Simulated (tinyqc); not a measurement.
Worked calculation: polytypes and stacking faults of a tetrahedral semiconductor in an axial Ising model with couplings up to third neighbours. Computed by tinyqc, a small Python program that keeps every step. Command: `OMP_NUM_THREADS=1 python tinyqc.py 3010905 3010906 out.jsonl polytype walk`. One thread of a shared host (Intel(R) Xeon(R) Processor @ 2.30GHz), about 0.01 s of CPU time with the checks. Intermediate numbers are printed to about 7 digits and carried at full precision; extremes and crossings named in words are read from the listed rows.

Each double layer has s = +1 or -1 for the sense of its stacking step; E per pair of atoms = E0 - sum_n J_n <s_i s_(i+n)>, n = 1, 2, 3. Hexagonality h = (1 - <s_i s_(i+1)>)/2.

Inputs (values chosen for the exercise, of the order of those of ZnS for J, a, G and the gaps):

| quantity | value | unit |
|---|---|---|
| J1 | 1.8 | meV/pair |
| J2 | -0.0863 | meV/pair |
| J3 | 0.05 | meV/pair |
| basal lattice constant a | 3.82 | angstrom |
| shear modulus G | 33.8 | GPa |
| Poisson ratio nu | 0.27 | - |
| gap of 3C | 3.72 | eV |
| gap of 4H | 3.8 | eV |
| binding energy of the fault level E_b | 0.086 | eV |
| in-plane mass m | 0.31 | m0 |
| effective density of states N_c at 300 K | 1.8e+19 | 1/cm^3 |
| electron density n | 9.5e+15 | 1/cm^3 |
| temperature T | 950 | K |

Host polytype: 3C.

Constants: 1 eV/angstrom^2 = 16.02176634 J/m^2; m_0 = 9.1093837015e-31 kg; hbar = 1.054571817e-34 J s; k_B = 1.380649e-23 J/K; k_B = 8.617333262e-05 eV/K.

## Energies of the polytypes

correlations of the repeat units 3C (+), 2H (+-), 4H (++--), 6H (+++---), 15R (+++--), 8H (++++----), 21R (++++---), 9R (++-):
```
         n = 1      n = 2      n = 3
3C    1.000000   1.000000   1.000000
2H   -1.000000   1.000000  -1.000000
4H    0.000000  -1.000000   0.000000
6H    0.333333  -0.333333  -1.000000
15R   0.200000  -0.600000  -0.600000
8H    0.500000   0.000000  -0.500000
21R   0.428571  -0.142857  -0.714286
9R   -0.333333  -0.333333   1.000000
```

E - E(3C) = sum_n J_n (1 - C_n), C_n = <s_i s_(i+n)>. The gap is taken linear in h between 3C (h = 0) and 4H (h = 1/2), a rough rule, with a dash beyond.

Polytypes:

| polytype | h | E - E(3C) (meV/pair) | gap by the linear rule (eV) |
|---|---|---|---|
| 3C | 0.000000 | 0.000000 | 3.720000 |
| 2H | 1.000000 | 3.700000 | - |
| 4H | 0.500000 | 1.677400 | 3.800000 |
| 6H | 0.333333 | 1.184933 | 3.773333 |
| 15R | 0.400000 | 1.381920 | 3.784000 |
| 8H | 0.250000 | 0.888700 | 3.760000 |
| 21R | 0.285714 | 1.015657 | 3.765714 |
| 9R | 0.666667 | 2.284933 | - |

E(2H) - E(3C) = 3.7 meV/pair

E(4H) - E(3C) = 1.6774 meV/pair

E(6H) - E(3C) = 1.184933 meV/pair

The lowest is 3C, 0.889 meV/pair below 8H. J1/|J2| = 20.86: for J3 = 0 and J2 < 0 the ground state is 2H below -2, 4H between -2 and 2, and 3C above 2; at 2 itself all periods with bands of two or more layers are degenerate. Four or more polytypes lie within 1.5 meV/pair, so small a spread that growth kinetics and seeds can decide.

## Back from three energies to J1, J2, J3

With d2, d4, d6 the energies of 2H, 4H, 6H over 3C: d2 = 2 J1 + 2 J3, d4 = J1 + 2 J2 + J3, d6 = (2/3) J1 + (4/3) J2 + 2 J3, so J2 = (d4 - d2/2)/2, J3 = (3/4)(d6 - (2/3) d4), J1 = d2/2 - J3.

J1 recovered = 1.8 meV/pair

J2 recovered = -0.0863 meV/pair

J3 recovered = 0.05000000 meV/pair

## Stacking-fault energies

fault coefficients k_n:
```
               J1  J2  J3
intrinsic       4   4   4
extrinsic       4   8   8
twin boundary   2   4   6
```

Faults in 3C: the sequences intrinsic (-), extrinsic (--), twin boundary (+ turns to -) are put between perfect repeats; k_n = (layers x C_n of the host) - sum_i s_i s_(i+n). gamma = sum k_n J_n/A, A = (sqrt 3/2) a^2; 1 meV/angstrom^2 = 16.02177 mJ/m^2.

gamma (mJ/m^2): intrinsic 8.944123, extrinsic 8.760037, twin boundary 4.506799

energy of the glide fault, intrinsic = 8.944123 mJ/m^2

The cheapest is the twin boundary fault.

## Splitting of a basal screw dislocation

Screw line, bounded by the intrinsic fault of energy gamma: b = a, partials b_p = a/sqrt 3; d = G b_p^2 (2 - 3 nu)/(8 pi gamma (1 - nu)). One partial is driven off by the shear stress gamma/b_p along its Burgers vector.

splitting width d = 11.92254 nm

stress to open the fault = 40.55412 MPa

## Electronic energy gained by the fault

The fault binds electrons in a two-dimensional band E_b below the conduction edge, g2 = m m0/(pi hbar^2) for one valley. With the Fermi level held by the bulk, eta = ln[n/N_c(T)], N_c(T) = N_c (T/300)^1.5, the grand potential falls by g2 (k_B T)^2 F1(x), x = eta + E_b/(k_B T), F1(x) = integral from 0 to infinity of ln(1 + exp(x - t)) dt; sheet density g2 k_B T ln(1 + e^x). Band bending by the trapped charge is left out, so the gain is an upper bound. Net fault energy = gamma of the intrinsic fault less the electronic gain.

x = -8.225340

sheet density = 2.838425e+09 1/cm^2

electronic gain = 3.723174e-04 mJ/m^2

net fault energy = 8.943750 mJ/m^2

The gain offsets 0.0042 % of the fault energy.

## Gain against electron density

The formulas are those given above.

At T:

| n (1/cm^3) | x | sheet density (1/cm^2) | gain (mJ/m^2) | gain/gamma | gain/gamma at T + 200 K |
|---|---|---|---|---|---|
| 1.00e+14 | -12.77922 | 2.988211e+07 | 3.919390e-06 | 4.382084e-07 | 4.016273e-07 |
| 1.00e+15 | -10.47663 | 2.988173e+08 | 3.919365e-05 | 4.382057e-06 | 4.016257e-06 |
| 1.00e+16 | -8.17405 | 2.987794e+09 | 3.919117e-04 | 4.381779e-05 | 4.016097e-05 |
| 1.00e+17 | -5.87146 | 2.984012e+10 | 3.916634e-03 | 4.379003e-04 | 4.014506e-04 |
| 1.00e+18 | -3.56888 | 2.946875e+11 | 3.892114e-02 | 4.351588e-03 | 3.998710e-03 |
| 5.00e+18 | -1.95944 | 1.397772e+12 | 1.894658e-01 | 2.118328e-02 | 1.965535e-02 |
| 2.00e+19 | -0.57314 | 4.739660e+12 | 6.945907e-01 | 7.765889e-02 | 7.417435e-02 |

For x well below 0 the gain is k_B T times the sheet density and linear in n; for x well above 0 the well fills and the gain grows only about as x^2. It stays below the fault energy in all rows; 200 K more changes it by a factor 0.92 at 1e16.

Checks made by the program: the recovered constants (relative difference below 1e-10).
